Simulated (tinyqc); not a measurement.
Tersoff bond-order potential. Changing the beta. Computed by tinyqc, a small Python program. Command: `OMP_NUM_THREADS=1 python tinyqc.py 3004154 3004155 out.jsonl tersoff sweep`. One thread of a shared host (Intel(R) Xeon(R) Processor @ 2.30GHz), about 0.02 s of CPU time with the checks.

E = (1/2) sum_(i, j != i) [A exp(-lambda r_ij) - b_ij B exp(-mu r_ij)], b_ij = (1 + (beta zeta_ij)^n)^(-1/(2n)), zeta_ij = sum_(k != i, j) g(theta_ijk), g = 1 + c^2/d^2 - c^2/(d^2 + (h - cos theta)^2), with theta at atom i. Only nearest neighbours count (cut-off function 1 for them, 0 beyond).

Inputs (values chosen for the exercise, modelled on germanium):

| quantity | value | unit |
|---|---|---|
| A | 1759.8 | eV |
| B | 415.11 | eV |
| lambda | 2.4451 | 1/angstrom |
| mu | 1.7047 | 1/angstrom |
| n | 0.7495 | - |
| c | 104400 | - |
| d | 15.78 | - |
| h | -0.4458 | - |

Constants: 1 eV/angstrom^3 = 160.2176634 GPa.

Method:
- zeta = 3 g(cos theta = -1/3).
- With z equal bonds of order b, r = ln(lambda A/(mu b B))/(lambda - mu) and E per atom = -(z/2) b B exp(-mu r)(1 - mu/lambda).
- a0 = 4 r/sqrt3; B0 = phi''(r)/(3 a0) with phi'' = mu (lambda - mu) b B exp(-mu r), since b does not change under uniform scaling.
- Second derivatives of the energy per atom, volume V = a0^3/8: e_xx gives C11; e_xx = -e_yy gives 2 (C11 - C12); e_xy = e_yx = s/2 with a sublattice shift u_z gives C44 = (E_ss - E_su^2/E_uu)/V and Kleinman's parameter |E_su/E_uu|/(a0/4).

One run for each value:

| beta | bond order b | energy per atom of the diamond lattice (eV) | bond length (angstrom) | C44 (GPa) |
|---|---|---|---|---|
| 8.50e-08 | 0.99755 | -3.9073 | 2.4413 | 14.93 |
| 1.60e-07 | 0.99607 | -3.8881 | 2.4433 | 22.91 |
| 3.20e-07 | 0.99341 | -3.8540 | 2.4470 | 35.59 |
| 6.10e-07 | 0.98936 | -3.8024 | 2.4525 | 51.54 |
| 1.20e-06 | 0.98249 | -3.7159 | 2.4619 | 71.77 |
| 2.30e-06 | 0.97187 | -3.5849 | 2.4766 | 91.82 |
| 4.40e-06 | 0.95524 | -3.3862 | 2.4999 | 107.67 |
| 8.50e-06 | 0.92918 | -3.0907 | 2.5372 | 114.15 |

What does the table show, and why?

Over the rows, bond order b falls from 0.998 to 0.929 (exponent d ln y / d ln x -0.0023 between the first rows and -0.042 between the last); energy per atom of the diamond lattice (eV) rises from -3.91 to -3.09 (exponent d ln y / d ln x -0.0078 between the first rows and -0.14 between the last); bond length (angstrom) rises from 2.44 to 2.54 (exponent d ln y / d ln x 0.0013 between the first rows and 0.023 between the last). beta scales how strongly neighbours weaken a bond.
